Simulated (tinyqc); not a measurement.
Cell-based percolation model of oxide breakdown: one step of the calculation.

The oxide, of thickness n a, is cut into cubic cells. A cell is defective with the chance l = 1 - exp(-a^3 N), N = N1 (t/1 s)^al. A column of n defective cells breaks the oxide down, and the area holds M = A/a^2 independent columns: 1 - F = (1 - l^n)^M.

Problem. The distribution. N, l, F and W = ln(-ln(1 - F)) at each time; the slope is taken between the end points.

Values chosen for this exercise: edge of a cell a = 0.9 nm; cells across the oxide n = 6; area A = 1.4 um^2; exponent of defect growth al = 0.39; defect density after 1 s N1 = 1.2e18 cm^-3.

t, point 0 to 6 (s): [3300, 8800, 24000, 63000, 1.3e5, 1.7e5, 2.5e5]

Wanted: N; l; F; W; slope.

Solution.

```
point  N (cm^-3)        l         F       W
0       2.827e19  0.02040  1.246e-4  -8.990
1       4.145e19  0.02977  0.001201  -6.724
2       6.130e19  0.04370   0.01197  -4.419
3       8.931e19  0.06304    0.1028  -2.222
4       1.185e20  0.08274    0.4257  -0.589
5       1.315e20  0.09144    0.6359   0.010
6       1.529e20   0.1055    0.9074   0.867
```

slope = 2.278

The slope is 2.7 % below n al, since l grows a little more slowly than N.

Computed by the program tinyqc: `OMP_NUM_THREADS=1 python tinyqc.py 2070029 2070030 out.jsonl`, one thread of a shared Intel Xeon 2.30GHz, about 0.01 s for the whole run.
